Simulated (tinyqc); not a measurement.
FinFET, parasitic resistance, capacitance and delay: effect of the number of fins.

Nf fins under one contact; each has gated perimeter p = 2 Hf + Wf and cross-section A = Hf Wf; contact width Wc = Nf pf, stack height Hs = Hf. Contact length Lc = CPP - Lg - 2 Lsp, shared by two neighbouring gates. Source and drain sides are equal. The formulas are first-order estimates, not field solutions.

Epitaxy sheet resistance Rsh = re/te, transfer length LT = sqrt(rc/Rsh), contact Rc = [sqrt(rc Rsh)/Wc] coth(Lc/(2 LT)); extension of one fin Rx = rx Lsp/A. With N fins: gate Cg = Cinv p N Lg; per side, plate Cp = ks eps0 [Wc (Hs + Hc) - N A]/Lsp, top fringe Cf = (2/pi) ks eps0 Wc ln(1 + Lg/(2 Lsp)), overlap Co = Cinv p N Lov. One fin: I = p Q vx u/(1 + |u|^1.8)^(1/1.8), Q = Cinv n Vt ln(1 + exp((Vg' - VT + dl Vd')/(n Vt))), u = Vd' mu/(vx Lg), Vg' = Vgs - v, Vd' = Vds - 2 v, with the drop on each side v = Rc (sum of I) + Rx I. Ieff = [I(Vgs = Vdd, Vds = Vdd/2) + I(Vdd/2, Vdd)]/2, total currents. With Cs = Cp + Cf + Co, the load of an inverter of two such devices driving an equal one is CL = 2 (Cg + 2 Cs) + 4 Cs + Cw (own drains counted twice for the Miller effect); delay CL Vdd/(2 Ieff).

Parameters, values chosen for the exercise; values close to those of silicon logic devices: temperature T = 300 K; fin height Hf = 42 nm; fin width Wf = 7 nm; fin pitch pf = 34 nm; contacted gate pitch CPP = 42 nm; gate length Lg = 12 nm; spacer length Lsp = 5 nm; relative permittivity of the spacer ks = 4; gate height above the channel stack Hc = 25 nm; contact resistivity rc = 1.1e-9 ohm cm^2; resistivity of the source-drain epitaxy re = 0.00047 ohm cm; current-carrying depth of the epitaxy te = 20 nm; resistivity of the extension rx = 0.00051 ohm cm; gate overlap Lov = 1.5 nm; inversion capacitance Cinv = 2.5 uF/cm^2; injection velocity vx = 8.3e6 cm/s; apparent mobility mu = 160 cm^2/(V s); threshold at zero drain voltage VT = 0.3 V; barrier lowering dl = 0.043 V/V; subthreshold factor n = 1.15; wire load Cw = 0.25 fF; supply voltage Vdd = 0.7 V.

Constants: q = 1.602176634e-19 C, kB = 1.380649e-23 J/K, eps0 = 8.8541878128e-12 F/m, Vt = kB T/q. Results are converted to the units shown.

Effect of the number of fins:

| Nf | Rc (ohm) | Rx/N (ohm) | Ieff (uA) | CL (aF) | delay (ps) |
|---|---|---|---|---|---|
| 1 | 346.2 | 86.73 | 41.99 | 449.2 | 3.744 |
| 2 | 173.1 | 43.37 | 83.99 | 648.3 | 2.702 |
| 3 | 115.4 | 28.91 | 126.0 | 847.5 | 2.354 |
| 4 | 86.56 | 21.68 | 168.0 | 1047 | 2.181 |
| 5 | 69.25 | 17.35 | 210.0 | 1246 | 2.077 |
| 6 | 57.71 | 14.46 | 252.0 | 1445 | 2.007 |

As Nf goes from 1 to 6, Ieff rises from 42.0 to 252 uA, CL rises from 449 to 1440 aF and the delay falls from 3.74 to 2.01 ps. From the first row to the last Ieff grows by a factor of 6.00 and CL by 3.22; the first step changes the delay by -28 %, the last by -3.3 %.

Numbers from tinyqc (`OMP_NUM_THREADS=1 python tinyqc.py 2170144 2170145 out.jsonl`; about 0.04 s on one thread of a shared Intel Xeon 2.30GHz).
